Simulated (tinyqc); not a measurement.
# Coupling ratio and rate constant from the late transient

Problem. Long after the knee a floating-gate cell follows U = Vg - (tox/ag) B/ln(K t). Find K and ag.

Values chosen for this exercise: tunnel oxide thickness tox = 8.8 nm; control-gate voltage Vg = 16.9 V.

U at t = 0.0005 and 0.05 s (V): 3.1311482  5.2158966
B = 25.037685 V/nm

Answer. 1/(Vg - U) is linear in ln t; the ratio of the two values gives ln(K t_a), and either value gives ag.

K = 3.237e14 1/s
ag = 0.6200

Program tinyqc, `OMP_NUM_THREADS=1 python tinyqc.py 2130158 2130159 out.jsonl`; Intel Xeon 2.30GHz, shared host, one thread, about 0.02 s.
